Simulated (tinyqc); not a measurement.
## Weibull slope from two areas

Inverse problem. Oxide breakdown times follow a Weibull law, F = 1 - exp(-(t/t63)^beta). For defects spread at random t63 goes as A^(-1/beta). Find beta and the time at which the share Fp of the area-A2 devices has failed, t63(A2) (-ln(1 - Fp))^(1/beta).

Values chosen for this exercise:
- A1 = 9.6 um^2 (area of a test capacitor)
- A2 = 9.2e6 um^2 (gate area of the product)
- Fp = 1e-5 (allowed share of failed products)

t63 at the areas A1 and A2 (s): [230, 0.023661927]

Answer. beta = ln(A2/A1)/ln(t63(A1)/t63(A2)).

beta = 1.50
time to Fp = 1.10e-5 s

Numbers from tinyqc (`OMP_NUM_THREADS=1 python tinyqc.py 2070067 2070068 out.jsonl`; about 0.01 s on one thread of a shared Intel Xeon 2.30GHz).
